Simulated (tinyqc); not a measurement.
## p-n diode with diffusion and depletion-layer recombination: effect of the trap level above the intrinsic level

Abrupt junction in the depletion approximation, low injection, full ionisation, neutral widths fixed, ohmic contact on the p side. Vj is the junction voltage; where a series resistance Rs is given, V = Vj + J Rs is the terminal voltage.

ni = sqrt(Nc Nv) exp(-Eg/(2 Vt)), Eg in volts; D = mu Vt; Ln = sqrt(Dn tn), Lp = sqrt(Dp tp); J0n = q ni^2 Dn coth(wp/Ln)/(Ln Na); J0p = (q ni^2 Dp/(Lp Nd)) (s + tanh(wn/Lp))/(1 + s tanh(wn/Lp)), s = Sp Lp/Dp. J_diff = (J0n + J0p)(exp(Vj/Vt) - 1). Vbi = Vt ln(Na Nd/ni^2), W = sqrt(2 eps0 eps_r (Vbi - Vj)(1/Na + 1/Nd)/q), xp = W Nd/(Na + Nd), xn = W Na/(Na + Nd); u(x) = q Na (x + xp)^2/(2 eps0 eps_r) for x < 0 and Vbi - Vj - q Nd (xn - x)^2/(2 eps0 eps_r) for x > 0; p = Na exp(-u/Vt), n = Nd exp((u - Vbi + Vj)/Vt); U = ni^2 (exp(Vj/Vt) - 1)/(tp (n + ni exp(Et/Vt)) + tn (p + ni exp(-Et/Vt))); J_scr = q times the integral of U from -xp to xn. J = J_diff + J_scr.

Parameters, values chosen for the exercise; band and dielectric values close to those of silicon: temperature T = 300 K; band gap Eg = 1.1 eV; relative permittivity eps_r = 11.5; conduction-band density of states at T Nc = 2.77e19 cm^-3; valence-band density of states at T Nv = 2.67e19 cm^-3; acceptor density Na = 1.7e16 cm^-3; donor density Nd = 4.4e17 cm^-3; electron mobility in the p side mun = 1100 cm^2/(V s); hole mobility in the n side mup = 180 cm^2/(V s); electron lifetime tn = 3e-6 s; hole lifetime tp = 5e-7 s; neutral width of the p side wp = 0.21 um; neutral width of the n side wn = 290 um; recombination velocity at the n contact Sp = 40000 cm/s; junction voltage at which recombination is evaluated Vj = 0.62 V.

Constants: q = 1.602176634e-19 C, kB = 1.380649e-23 J/K, Vt = kB T/q, eps0 = 8.8541878128e-14 F/cm where lengths are in cm. Results are converted to the units shown.

The same in every row: J0n (A/cm^2) = 3.131e-9; J0p (A/cm^2) = 2.726e-13; J_diff (A/cm^2) = 81.53; wn/Lp = 19.01.

Effect of the trap level above the intrinsic level:
```
Et (eV),J_scr (A/cm^2),J_scr/J (%)
-0.3,5.039e-4,6.181e-4
-0.2,7.323e-4,8.982e-4
-0.1,7.400e-4,9.076e-4
0,7.401e-4,9.078e-4
0.1,7.401e-4,9.078e-4
0.2,7.388e-4,9.062e-4
0.3,6.828e-4,8.375e-4
```

What does the table show?

As Et goes from -0.3 to 0.3, J0p stays at 2.73e-13 A/cm^2, J_scr goes from 5.04e-4 through a maximum of 7.40e-4 (at Et = 0 among the rows listed) to 6.83e-4 A/cm^2 and its share goes from 6.18e-4 through a maximum of 9.08e-4 (at Et = 0 among the rows listed) to 8.37e-4 %. A level far from mid-gap re-emits carriers to the nearer band, which lowers U once ni exp(|Et|/Vt) exceeds the local carrier density.

Numbers from tinyqc (`OMP_NUM_THREADS=1 python tinyqc.py 2260028 2260029 out.jsonl`; about 0.01 s on one thread of a shared Intel Xeon 2.30GHz).
